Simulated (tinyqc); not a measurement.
Cell and bit-line capacitance from two signals.

Question. In a DRAM a freshly written one gives the bit-line signal (Vd/2) Cs/(Cs + Cb). Find Cs and Cb.

Inputs (values chosen for the exercise): array voltage Vd = 1.1 V.

signal of a fresh one without and with 20 fF added to the bit line (mV): [137.5, 108.85417]

Answer. (Vd/2)/signal = 1 + Cb/Cs, and the added capacitance raises it by its ratio to Cs.

Cs = 19.0 fF
Cb = 57.0 fF

Computed by the program tinyqc: `OMP_NUM_THREADS=1 python tinyqc.py 2130141 2130142 out.jsonl`, one thread of a shared Intel Xeon 2.30GHz, about 0.01 s for the whole run.
